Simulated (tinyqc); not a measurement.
Free and nearly free electrons in a metal: sweeps and comparisons. A value that a table varies takes the place of the one given here.

The cubic cell holds 4 atoms: n = 4 z/a^3, kF = (3 pi^2 n)^(1/3), EF = c kF^2/m, vF = 2 c kF/(m hbar), c = hbar^2/2m0; rs = (3/(4 pi n))^(1/3)/a0; D(EF) = 3 n/(2 EF).

Square wire of width w with grain size w: rho/rho0 = 1/(1 - 3 al/2 + 3 al^2 - 3 al^3 ln(1 + 1/al)) + (3/4) (1 - p) l/w, with al = (l/w) Rg/(1 - Rg) (Mayadas-Shatzkes plus the thick-wire form of Fuchs-Sondheimer); l = hbar kF/(n e^2 rho), e = 1.602176634e-19 C.

Constants: hbar^2/2m0 = 3.80998211 eV angstrom^2; hbar = 6.58211957e-16 eV s; a0 (Bohr radius) = 0.5291772105 angstrom.

Inputs chosen for the exercise (near those of Co, whose d bands this model ignores; the results hold for these values, not for the real material):
- a = 3.533 angstrom (fcc lattice constant)
- z = 2 (free electrons an atom)
- m = 1.39 m0 (mass)
- rho = 6.42 micro-ohm cm (bulk resistivity)
- p = 0 (specularity of the surfaces)
- Rg = 0.32 (reflection at grain boundaries)
- w = 10 nm (wire width)

## Resistivity of narrow wires

Wires:
```
w (nm)     al  grain term (factor - 1)  surface term  rho (micro-ohm cm)
200     0.015                    0.022         0.023                6.71
100     0.029                    0.043         0.046                6.99
50      0.058                    0.086         0.093                7.56
30      0.097                    0.141         0.154                8.32
20      0.145                    0.210         0.232                9.26
14      0.208                    0.298         0.331               10.46
10      0.291                    0.413         0.463               12.05
7       0.415                    0.585         0.662               14.42
```

l = 6.18 nm

At 7 nm the resistivity is 2.25 times the bulk value; surfaces add more (0.58 from grains, 0.66 from surfaces). It passes twice the bulk value between 10 and 7 nm. 

## What sets the wire resistivity

All results formed anew. Each row changes one parameter from the base and keeps the others.

Results:
```
case                      EF (eV)  l (nm)  wire rho (micro-ohm cm)
base                        8.407    6.18                   12.047
a = 3.639 angstrom          7.924    6.55                   12.386
m = 1.668 m0                7.006    6.18                   12.047
rho = 7.704 micro-ohm cm    8.407    5.15                   13.344
p = 0.3                     8.407    6.18                   11.155
Rg = 0.224                  8.407    6.18                   11.042
w = 7 nm                    8.407    6.18                   14.424
```

The largest shifts from the base row, up to three for each result and ties (the steps differ in size, so this ranks the rows, not the parameters). EF (eV): m -1.401, a -0.483; unchanged at the printed digits by rho, p, Rg and w. l (nm): rho -1.03, a +0.38; unchanged at the printed digits by m, p, Rg and w. wire rho (micro-ohm cm): w +2.376, rho +1.297, Rg -1.005; unchanged at the printed digits by m. The mass drops out of l at given rho, because vF falls and tau rises by the same factor.

Program tinyqc; command `OMP_NUM_THREADS=1 python tinyqc.py 1650195 1650196 out.jsonl`; about 0.01 s on one thread of a shared Intel(R) Xeon(R) Processor @ 2.30GHz.
